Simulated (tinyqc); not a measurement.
Deal-Grove kinetics of thermal oxidation of silicon: one step, computed by the program tinyqc. Command: `OMP_NUM_THREADS=1 python tinyqc.py 3021187 3021188 out.jsonl oxide walk`. One thread of a shared host (Intel(R) Xeon(R) Processor @ 2.30GHz), about 0.02 s of CPU time with the checks.

Oxidant diffuses through the oxide and reacts at the interface, so that dx/dt = B/(A + 2x) for the oxide thickness x.

Question. Two steps, the one at T2 first. B = B0 p exp(-E_B/(k_B T)), B/A = (B/A)0 p^m exp(-E_A/(k_B T)), p in atm; A = B/(B/A). Temperatures in kelvin are T(C) + 273.15. tau = (x_i^2 + A x_i)/B and x = (A/2) [sqrt(1 + 4 B (t + tau)/A^2) - 1], the root of x^2 + A x = B (t + tau). First t2 at T2 from x_i, then t at T from the thickness reached.

Inputs (values chosen for the exercise, close to those used for silicon):

| quantity | value | unit |
|---|---|---|
| prefactor B0 | 874 | um^2/h |
| activation energy E_B | 1.22 | eV |
| prefactor (B/A)0 | 6.38e+06 | um/h |
| activation energy E_A | 2.01 | eV |
| temperature T | 1200 | C |
| oxidant pressure p | 1 | atm |
| pressure exponent m of B/A | 0.72 | - |
| initial oxide x_i | 0.01 | um |
| time t | 1.9 | h |
| temperature of step 2, T2 | 850 | C |
| time of step 2, t2 | 0.42 | h |

Ambient: dry oxygen. Surface: (111). Extension: second step.

length A = 0.06907988 um

parabolic constant B = 0.05858441 um^2/h

Constants: k_B = 8.617333262e-05 eV/K.

Give: thickness after t2 at T2; final thickness in this order.

Answer.

thickness after t2 at T2 = 0.012449 um

final thickness in this order = 0.30238 um
